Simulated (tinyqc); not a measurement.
From results to parameters: Hueckel model of a polar double bond. Computed by the program tinyqc.

Problem. A C=X pi bond in Hueckel theory has H_XX = alpha + h beta, H_CC = alpha and H_CX = k beta, with two electrons. Find h, k, the charge on carbon and the bond order.

x values of the two levels (E = alpha + x beta): 1.554364  -0.764364

Solution. The sum of the x values is h and their product is -k^2; the charge on carbon is h/sqrt(h^2 + 4k^2) and the bond order 2k/sqrt(h^2 + 4k^2).

h, k: 0.790  1.090
charge on carbon, bond order: 0.3407  0.9402
